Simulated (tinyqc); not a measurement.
From results back to parameters: conductance of a narrow metal strip with scatterers (square lattice, Green functions). Four cases, with inputs chosen for the exercise.

Problem. Boundaries with reflection R, a distance dg apart, add incoherently to the scattering in a one-dimensional channel: rho/rho0 = 1 + (lam/dg) R/(1 - R). The ratio comes from a hidden R.

Case 1.

Values chosen (out of a larger set: hopping and spacing of the size met in Cu or Al; the lattice is a model; not measured data): lam = 36 nm (bulk mean free path); dg = 28 nm (distance between boundaries).

rho/rho0 = 1.60504

Case 2.

Values chosen (out of a larger set: hopping and spacing of the size met in Cu or Al; the lattice is a model; not measured data): lam = 28 nm (bulk mean free path); dg = 54 nm (distance between boundaries).

rho/rho0 = 1.21179

Case 3.

Values chosen (out of a larger set: hopping and spacing of the size met in Cu or Al; the lattice is a model; not measured data): lam = 42 nm (bulk mean free path); dg = 26 nm (distance between boundaries).

rho/rho0 = 2.16976

Case 4.

Values chosen (out of a larger set: hopping and spacing of the size met in Cu or Al; the lattice is a model; not measured data): lam = 18 nm (bulk mean free path); dg = 60 nm (distance between boundaries).

rho/rho0 = 1.07037

Find: R; effective mean free path lam rho0/rho.

Solution. y = (rho/rho0 - 1) dg/lam = R/(1 - R), so R = y/(1 + y).

Case 1.

R = 0.320
effective mean free path lam rho0/rho = 22.43 nm

Case 2.

R = 0.290
effective mean free path lam rho0/rho = 23.11 nm

Case 3.

R = 0.420
effective mean free path lam rho0/rho = 19.36 nm

Case 4.

R = 0.190
effective mean free path lam rho0/rho = 16.82 nm

Computed by tinyqc, one run a case: `OMP_NUM_THREADS=1 python tinyqc.py N N+1 out.jsonl` with N = 1482180, 1482306, 1482321, 1482365; one thread of a shared Intel(R) Xeon(R) Processor @ 2.30GHz, about 0.01 s a run at most.
